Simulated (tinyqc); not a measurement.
Phase shift across the band: Koster-Slater impurity in a tight-binding band, by Green functions and by supercells. Computed by tinyqc, a small Python program. Command: `OMP_NUM_THREADS=1 python tinyqc.py 3001128 3001129 out.jsonl kosterslater walk`. One thread of a shared host (Intel(R) Xeon(R) Processor @ 2.30GHz), about 0.04 s of CPU time with the checks.

One orbital per site, e(k) = -2 t sum cos(k_i) over 3 direction(s), band from -6 t to 6 t, lattice constant 1. One site has the extra energy U. Spin is left out.

Inputs (values chosen for the exercise, for a model band): hopping t = 0.58 eV; impurity potential U = -3.99 eV; broadening eta = 0.087 eV.

Lattice: simple cubic.

Method:
- Outside the band G0(E) = (1/pi) int_0^pi dk (2/(pi z)) K(16 t^2/z^2), z = E + 2 t cos k, K the complete elliptic integral with parameter m; 200 Gauss-Legendre points.
- A bound state solves 1/U = G0(E).
- Bisection in ln(distance from the edge) between 1e-5 t and |U| + t. Weight on the impurity site: -1/(U^2 dG0/dE), by a central difference with step min(1e-4 t, distance/30). Decay length along an axis: 1/arccosh(1 + distance/(2 t)).
- Inside the band G0(z), z = E + i eta, comes from the chain form 1/(sqrt(y - 2t) sqrt(y + 2t)) (principal roots) at y = z + 2 t cos k + 2 t cos k', averaged over k and k' in (0, pi) with 200 Gauss-Legendre points each.
- delta/pi = -arg(1 - U G0)/pi counts the states added below E (Friedel); host DOS = -Im G0/pi, DOS on the impurity = -Im[G0/(1 - U G0)]/pi; 13 evenly spaced energies from -(band edge + |U| + 2t) to +(band edge + |U| + 2t).

distance from the band edge = 1.05366 eV

level E_b = -4.53366 eV

Across the spectrum:
```
E (eV)   Re G0 (1/eV)  host DOS (1/eV)  DOS on the impurity (1/eV)  delta/pi
-8.6300      -0.11924          0.00041                     0.00148   0.00309
-7.1917      -0.14506          0.00061                     0.00344   0.00578
-5.7533      -0.18642          0.00104                     0.01588   0.01626
-4.3150      -0.26812          0.00246                     0.42179   0.86782
-2.8767      -0.44402          0.05251                     0.05105   0.77521
-1.4383      -0.49495          0.16301                     0.03180   0.64170
0.0000        0.00000          0.23841                     0.02401   0.39722
1.4383        0.49495          0.16301                     0.01252   0.19157
2.8767        0.44402          0.05251                     0.00647   0.07421
4.3150        0.26812          0.00246                     0.00057   0.00473
5.7533        0.18642          0.00104                     0.00034   0.00239
7.1917        0.14506          0.00061                     0.00024   0.00154
8.6300        0.11924          0.00041                     0.00019   0.00110
```

What follows from these numbers?

delta/pi starts and ends near zero (+0.003 and +0.001): the impurity moves states but creates none. delta/pi rises at the bound state below the band (-4.534 eV), reaches 0.87 among these rows (1 in the limit of small eta, just above the level) and is paid back by the top of the band.

Extremes, crossings and ranges named in words are read from the listed rows.
